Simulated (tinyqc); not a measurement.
## Threshold switch as oscillator and as selector in a crossbar: array size against supply voltage

Off state: I = Ith sinh(V/V0)/sinh(Vth/V0) up to Vth. On state: V = Vh + I Ron down to the holding current Ih, at Vl = Vh + Ih Ron. Switching is instantaneous.

In an N x N array driven at Vs, the V/2 scheme puts Vs/2 on 2 (N - 1) cells; the V/3 scheme puts Vs/3 on all N^2 - 1 others, N - 1 of them on the selected row. Row leakage is (N - 1) I; wasted power is the number of cells times V I. The largest N keeps the row leakage below a tenth of Iw.

Inputs (values chosen for the exercise); values of the order of Ge-Sb-Te and related chalcogenides: threshold voltage Vth = 3.1 V; current at threshold Ith = 0.13 uA; voltage scale of the off-state sinh V0 = 0.17 V; write current Iw = 100 uA.

Array size against supply voltage:

| Vs (V) | I at Vs/2 (nA) | largest N, V/2 | largest N, V/3 |
|---|---|---|---|
| 3.26 | 0.02283 | 4.380e5 | 1.070e7 |
| 3.65 | 0.07190 | 1.391e5 | 4.981e6 |
| 4.05 | 0.2332 | 4.289e4 | 2.274e6 |
| 4.45 | 0.7561 | 1.323e4 | 1.038e6 |
| 4.85 | 2.452 | 4079 | 4.737e5 |
| 5.25 | 7.952 | 1259 | 2.162e5 |
| 5.65 | 25.79 | 388.8 | 9.868e4 |
| 6.04 | 81.20 | 124.1 | 4.594e4 |

Read the table: what changes, and by how much?

The half-select current grows a decade every 2 V0 ln 10 = 0.783 V, so the largest N falls from 4.38e5 to 124 in the V/2 scheme and from 1.07e7 to 45900 in the V/3 scheme. Vs must stay below 2 Vth = 6.20 V (V/2) or half-selected cells switch.

Range of the model: Delay times, drift of Vth and line resistance are left out.

Computed by the program tinyqc: `OMP_NUM_THREADS=1 python tinyqc.py 2490124 2490125 out.jsonl`, one thread of a shared Intel Xeon 2.30GHz, about 0.01 s for the whole run.
